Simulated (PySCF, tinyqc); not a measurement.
Inside a calculation. Method: coupled-perturbed Hartree-Fock on RHF in the sto-6g basis, for BeH+, spin multiplicity 1. The lowest restricted solution is unstable here: a spin-polarised one lies 0.0199 hartree lower (PySCF). Computed by tinyqc, a small Python program that keeps every step (integrals from PySCF). Settings: charge = 1, multiplicity = 1, basis = sto-6g, method = RHF, energy threshold = 1e-10, iteration cap = 76, orthogonalisation = symmetric, start = Wolfsberg-Helmholz matrix, DIIS depth = 6. Command: `OMP_NUM_THREADS=1 python tinyqc.py 27956 27957 out.jsonl` (the two numbers bound the seeds that draw the settings). One thread of a shared host (Intel(R) Xeon(R) Processor @ 2.60GHz), about 0.2 s of CPU time with the checks. The early iterations of the SCF are left out here.

## One-electron integrals

Geometry (angstrom):
```
atom       x       y       z
Be    0.0000  0.0000  0.0000
H     0.0000  0.0000  1.9770
```

Basis sto-6g: exponents (1/bohr^2) and contraction coefficients of normalised primitives:
```
element  l (shell)  exponent  coefficient
Be           s (1)  312.8705       0.0092
Be           s (1)   57.3645       0.0494
Be           s (1)   16.0485       0.1685
Be           s (1)    5.5131       0.3706
Be           s (1)    2.1409       0.4165
Be           s (1)    0.8817       0.1303
Be           s (2)   13.6332      -0.0133
Be           s (2)    2.6984      -0.0470
Be           s (2)    0.8387      -0.0338
Be           s (2)    0.3227       0.2502
Be           s (2)    0.1401       0.5951
Be           s (2)    0.0642       0.2407
Be           p (3)   13.6332       0.0038
Be           p (3)    2.6984       0.0377
Be           p (3)    0.8387       0.1739
Be           p (3)    0.3227       0.4180
Be           p (3)    0.1401       0.4259
Be           p (3)    0.0642       0.1017
H            s (1)   35.5232       0.0092
H            s (1)    6.5131       0.0494
H            s (1)    1.8221       0.1685
H            s (1)    0.6260       0.3706
H            s (1)    0.2431       0.4165
H            s (1)    0.1001       0.1303
```

Overlap, kinetic and nuclear-attraction integrals over the contracted functions; the nuclear repulsion is the sum of Za Zb / Rab.

nuclear repulsion = 1.070667 hartree

overlap S, lower triangle:
```
         1Be 1s  1Be 2s  1Be 2px  1Be 2py  1Be 2pz   2H 1s
1Be 1s   1.0000
1Be 2s   0.2548  1.0000
1Be 2px  0.0000  0.0000   1.0000
1Be 2py  0.0000  0.0000   0.0000   1.0000
1Be 2pz  0.0000  0.0000   0.0000   0.0000   1.0000
2H 1s    0.0172  0.2402   0.0000   0.0000   0.3179  1.0000
```

kinetic energy T (hartree), lower triangle:
```
          1Be 1s  1Be 2s  1Be 2px  1Be 2py  1Be 2pz   2H 1s
1Be 1s    6.7688
1Be 2s   -0.2074  0.2201
1Be 2px   0.0000  0.0000   0.6613
1Be 2py   0.0000  0.0000   0.0000   0.6613
1Be 2pz   0.0000  0.0000   0.0000   0.0000   0.6613
2H 1s    -0.0068  0.0066   0.0000   0.0000   0.0468  0.7685
```

nuclear attraction V (hartree), lower triangle:
```
           1Be 1s   1Be 2s  1Be 2px  1Be 2py  1Be 2pz    2H 1s
1Be 1s   -14.9825
1Be 2s    -1.7189  -2.5652
1Be 2px    0.0000   0.0000  -2.5461
1Be 2py    0.0000   0.0000   0.0000  -2.5461
1Be 2pz   -0.0087  -0.0853   0.0000   0.0000  -2.6029
2H 1s     -0.1244  -0.5250   0.0000   0.0000  -0.6820  -2.3097
```

core Hamiltonian H = T + V (hartree), lower triangle:
```
          1Be 1s   1Be 2s  1Be 2px  1Be 2py  1Be 2pz    2H 1s
1Be 1s   -8.2137
1Be 2s   -1.9263  -2.3450
1Be 2px   0.0000   0.0000  -1.8849
1Be 2py   0.0000   0.0000   0.0000  -1.8849
1Be 2pz  -0.0087  -0.0853   0.0000   0.0000  -1.9416
2H 1s    -0.1312  -0.5184   0.0000   0.0000  -0.6351  -1.5411
```

## Two-electron integrals

Functions are numbered as in S; the eight-fold symmetry (ij|kl) = (ji|kl) = (kl|ij) leaves the list below.

Two-electron integrals (ij|kl) in chemists' order, unique and non-zero (hartree):
```
(11|11) 2.3000     (21|11) 0.3619     (21|21) 0.0719     (22|11) 0.5703
(22|21) 0.1397     (22|22) 0.4178     (31|31) 0.0153     (32|31) 0.0226
(32|32) 0.0923     (33|11) 0.5703     (33|21) 0.1397     (33|22) 0.4178
(33|33) 0.4501     (41|41) 0.0153     (42|41) 0.0226     (42|42) 0.0923
(43|43) 0.0243     (44|11) 0.5703     (44|21) 0.1397     (44|22) 0.4178
(44|33) 0.4016     (44|44) 0.4501     (51|51) 0.0153     (52|51) 0.0226
(52|52) 0.0923     (53|53) 0.0243     (54|54) 0.0243     (55|11) 0.5703
(55|21) 0.1397     (55|22) 0.4178     (55|33) 0.4016     (55|44) 0.4016
(55|55) 0.4501     (61|11) 0.0246     (61|21) 0.0048     (61|22) 0.0093
(61|33) 0.0092     (61|44) 0.0092     (61|51) 4.79e-04   (61|52) 0.0010
(61|55) 0.0095     (61|61) 3.35e-04   (62|11) 0.0923     (62|21) 0.0232
(62|22) 0.0799     (62|33) 0.0766     (62|44) 0.0766     (62|51) 0.0031
(62|52) 0.0211     (62|55) 0.0865     (62|61) 0.0017     (62|62) 0.0276
(63|31) 0.0017     (63|32) 0.0089     (63|53) 0.0032     (63|63) 0.0019
(64|41) 0.0017     (64|42) 0.0089     (64|54) 0.0032     (64|64) 0.0019
(65|11) 0.1117     (65|21) 0.0283     (65|22) 0.1011     (65|33) 0.0954
(65|44) 0.0954     (65|51) 0.0049     (65|52) 0.0327     (65|55) 0.1125
(65|61) 0.0022     (65|62) 0.0391     (65|65) 0.0563     (66|11) 0.2675
(66|21) 0.0681     (66|22) 0.2617     (66|33) 0.2456     (66|44) 0.2456
(66|51) 0.0086     (66|52) 0.0799     (66|55) 0.2940     (66|61) 0.0051
(66|62) 0.1260     (66|65) 0.1867     (66|66) 0.7750
```

## Orthogonalisation

S = U s U^T; symmetric (Loewdin) form X = U s^(-1/2) U^T, so that X^T S X = 1.

eigenvalues of S: 0.5719  0.8068  1.0000  1.0000  1.1796  1.4417

X, lower triangle:
```
          1Be 1s   1Be 2s  1Be 2px  1Be 2py  1Be 2pz   2H 1s
1Be 1s    1.0262
1Be 2s   -0.1367   1.0518
1Be 2px   0.0000   0.0000   1.0000
1Be 2py   0.0000   0.0000   0.0000   1.0000
1Be 2pz  -0.0049   0.0336   0.0000   0.0000   1.0430
2H 1s     0.0174  -0.1378   0.0000   0.0000  -0.1772  1.0682
```

## Iteration 9 (converged): orbitals

converged F (hartree), lower triangle:
```
          1Be 1s   1Be 2s  1Be 2px  1Be 2py  1Be 2pz    2H 1s
1Be 1s   -5.0466
1Be 2s   -1.3542  -0.8084
1Be 2px   0.0000   0.0000  -0.1204
1Be 2py   0.0000   0.0000   0.0000  -0.1204
1Be 2pz   0.0148  -0.0832   0.0000   0.0000  -0.2058
2H 1s    -0.0915  -0.3188   0.0000   0.0000  -0.2785  -0.3867
```

Diagonalise F' = X^T F X, C = X C', fill 2 alpha and 2 beta electrons from the bottom; D = 2 C_occ C_occ^T. Each column has its largest component positive (the first on a tie).

F' = X^T F X (hartree), lower triangle:
```
         1        2        3        4        5        6
1  -4.9516
2  -0.6597  -0.5214
3   0.0000   0.0000  -0.1204
4   0.0000   0.0000   0.0000  -0.1204
5   0.0149  -0.0286   0.0000   0.0000  -0.1361
6   0.0267  -0.2142   0.0000   0.0000  -0.2111  -0.2663
```

orbital energies (hartree): MO1 -5.0477, MO2 -0.6240, MO3 -0.2506, MO4 -0.1204, MO5 -0.1204, MO6 0.0470

coefficients C:
```
             MO1      MO2      MO3     MO4      MO5      MO6
1Be 1s    0.9958  -0.1947  -0.1884  0.0000   0.0000  -0.0845
1Be 2s    0.0163   0.6890   0.7238  0.0000   0.0000   0.3825
1Be 2px   0.0000   0.0000   0.0000  0.3463   0.9381   0.0000
1Be 2py   0.0000   0.0000   0.0000  0.9381  -0.3463   0.0000
1Be 2pz  -0.0024   0.2410  -0.5561  0.0000   0.0000   0.8678
2H 1s    -0.0014   0.5059  -0.4421  0.0000   0.0000  -0.8604
```

D after iteration 9, lower triangle:
```
          1Be 1s  1Be 2s  1Be 2px  1Be 2py  1Be 2pz   2H 1s
1Be 1s    2.0588
1Be 2s   -0.2358  0.9501
1Be 2px   0.0000  0.0000   0.0000
1Be 2py   0.0000  0.0000   0.0000   0.0000
1Be 2pz  -0.0986  0.3321   0.0000   0.0000   0.1162
2H 1s    -0.1997  0.6972   0.0000   0.0000   0.2439  0.5119
```

Within a degenerate level the vectors are fixed only up to a rotation; this is one choice.

## Convergence

Stop when the energy changes by less than 1e-10 hartree and every element of the error matrix X^T (F D S - S D F) X is below 3e-06.

Course of the cycle:
```
iteration  E (hartree)     change  largest element of the error matrix
1           -14.655859          -                             1.79e-01
2           -14.704818  -4.90e-02                             6.46e-02
3           -14.729229  -2.44e-02                             4.64e-02
4           -14.740518  -1.13e-02                             1.21e-02
5           -14.740691  -1.72e-04                             6.73e-03
6           -14.740847  -1.56e-04                             2.30e-03
7           -14.740862  -1.51e-05                             3.85e-04
8           -14.740862  -4.36e-07                             5.61e-06
9           -14.740862  -8.47e-11                             4.54e-08
```

PySCF RHF in the same basis = -14.740862 hartree

Converged in 9 iterations.

## Integrals over molecular orbitals

(pq|rs) = sum C_ip C_jq C_kr C_ls (ij|kl), one index at a time.

one-electron integrals over orbitals h = C^T H C (hartree), lower triangle:
```
         1        2        3        4        5        6
1  -8.2067
2   0.1812  -1.9331
3   0.1940  -0.1113  -1.8319
4   0.0000   0.0000   0.0000  -1.8849
5   0.0000   0.0000   0.0000   0.0000  -1.8849
6   0.0583  -0.2467   0.1171   0.0000   0.0000  -1.6651
```

Two-electron integrals over orbitals (pq|rs), unique and non-zero (hartree):
```
(11|11) 2.2847    (21|11) -0.1789   (21|21) 0.0236    (22|11) 0.4489
(22|21) -0.0022   (22|22) 0.4348    (31|11) -0.1745   (31|21) 0.0197
(31|22) -0.0128   (31|31) 0.0267    (32|11) 0.0965    (32|21) -0.0061
(32|22) -0.0621   (32|31) 0.0009    (32|32) 0.0762    (33|11) 0.5101
(33|21) -0.0101   (33|22) 0.3320    (33|31) 0.0014    (33|32) 0.0270
(33|33) 0.4102    (41|41) 0.0159    (42|41) 0.0144    (42|42) 0.0469
(43|41) 0.0136    (43|42) 0.0361    (43|43) 0.0468    (44|11) 0.5701
(44|21) -0.0058   (44|22) 0.3436    (44|31) -0.0057   (44|32) 0.0503
(44|33) 0.3726    (44|44) 0.4501    (51|51) 0.0159    (52|51) 0.0144
(52|52) 0.0469    (53|51) 0.0136    (53|52) 0.0361    (53|53) 0.0468
(54|54) 0.0243    (55|11) 0.5701    (55|21) -0.0058   (55|22) 0.3436
(55|31) -0.0057   (55|32) 0.0503    (55|33) 0.3726    (55|44) 0.4016
(55|55) 0.4501    (61|11) -0.0754   (61|21) 0.0131    (61|22) 0.0081
(61|31) 0.0019    (61|32) -0.0081   (61|33) -0.0138   (61|44) -0.0019
(61|55) -0.0019   (61|61) 0.0153    (62|11) 0.1349    (62|21) -0.0010
(62|22) -0.0100   (62|31) -0.0088   (62|32) 0.0594    (62|33) -0.0026
(62|44) 0.0707    (62|55) 0.0707    (62|61) 0.0064    (62|62) 0.1139
(63|11) -0.0848   (63|21) 0.0031    (63|22) 0.0569    (63|31) -0.0051
(63|32) -0.0733   (63|33) -0.0424   (63|44) -0.0440   (63|55) -0.0440
(63|61) 0.0082    (63|62) -0.0627   (63|63) 0.0901    (64|41) 0.0062
(64|42) 0.0232    (64|43) 0.0054    (64|64) 0.0214    (65|51) 0.0062
(65|52) 0.0232    (65|53) 0.0054    (65|65) 0.0214    (66|11) 0.4798
(66|21) -0.0023   (66|22) 0.4408    (66|31) -0.0112   (66|32) -0.0641
(66|33) 0.3615    (66|44) 0.3489    (66|55) 0.3489    (66|61) 0.0068
(66|62) -0.0292   (66|63) 0.0559    (66|66) 0.4727
```

## Response to a field: uncoupled start

dipole integrals <a|z|i> (bohr):
```
         i1       i2
a3  -0.0844  -1.4106
a4   0.0000   0.0000
a5   0.0000   0.0000
a6   0.1129  -0.8059
```

Field along z; U_ai = -mu_ai / (e_a - e_i), alpha = -4 sum U_ai mu_ai.

uncoupled U:
```
         i1      i2
a3   0.0176  3.7782
a4   0.0000  0.0000
a5   0.0000  0.0000
a6  -0.0222  1.2012
```

uncoupled polarisability = 25.2056 bohr^3

## Coupled step 1

U_ai = -(mu_ai + sum_bj [4 (ai|bj) - (ab|ij) - (aj|bi)] U_bj) / (e_a - e_i); alpha = -4 sum U_ai mu_ai.

U after step 1:
```
         i1      i2
a3   0.0171  4.4323
a4   0.0000  0.0000
a5   0.0000  0.0000
a6  -0.0096  0.6974
```

polarisability = 27.2661 bohr^3

## Coupled step 2

As before.

U after step 2:
```
         i1      i2
a3   0.0119  4.7779
a4   0.0000  0.0000
a5   0.0000  0.0000
a6  -0.0030  0.5043
```

polarisability = 28.5892 bohr^3

## Coupled polarisability

Repeat until U stops changing; compare with -d2E/dF2.

Course of the coupled iterations:
```
step  alpha (bohr^3)
0            25.2056
1            27.2661
2            28.5892
3            29.1897
4            29.4696
5            29.5999
6            29.6605
7            29.6887
8            29.7018
9            29.7080
10           29.7108
11           29.7121
...              ...
14           29.7132
15           29.7132
16           29.7133
17           29.7133
18           29.7133
19           29.7133
20           29.7133
21           29.7133
22           29.7133
23           29.7133
24           29.7133
25           29.7133
```

coupled polarisability = 29.7133 bohr^3

finite-field check, fields of +/-0.001 au = 29.7133 bohr^3
